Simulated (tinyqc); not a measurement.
## Inversion coefficient and width from gm/I

Inverse problem. Without velocity saturation gm n Vt/I = 2/(1 + sqrt(1 + 4 IC)), IC = I/Ispec, Ispec = 2 n mu Cox (W/L) Vt^2. Find IC and the width W for I = 100 uA.

Inputs (values chosen for the exercise): temperature T = 350 K; gate length L = 65 nm; gate capacitance Cox = 1.25 uF/cm^2; mobility mu = 190 cm^2/(V s); slope factor n = 1.38.

Constants: q = 1.602176634e-19 C, kB = 1.380649e-23 J/K, Vt = kB T/q. Results are converted to the units shown.

gm n Vt/I = 0.69796436

Solution. With x the given ratio, IC = (1 - x)/x^2.

IC = 0.620
W = 17.6 um

tinyqc, about 0.01 s, one thread, Intel Xeon 2.30GHz (shared host): `OMP_NUM_THREADS=1 python tinyqc.py 2150143 2150144 out.jsonl`
